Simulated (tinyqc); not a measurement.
# Scale length and length offset from two DIBL values

Problem. DIBL = exp(-Le/(2 l)) + 2 exp(-Le/l) with Le = L - dL. Find l, dL and the drawn length for a DIBL of 100 mV/V.

DIBL at drawn lengths 74 and 110 nm (mV/V): [95.172341, 23.634330]

Answer. With e = exp(-Le/(2 l)), 2 e^2 + e = DIBL gives e and so Le/l at each length; Le/l is a straight line in L with slope 1/l.

l = 14.00 nm
dL = 3.900 nm
length for 100 mV/V = 72.79 nm

tinyqc, about 0.01 s, one thread, Intel Xeon 2.30GHz (shared host): `OMP_NUM_THREADS=1 python tinyqc.py 2002079 2002080 out.jsonl`
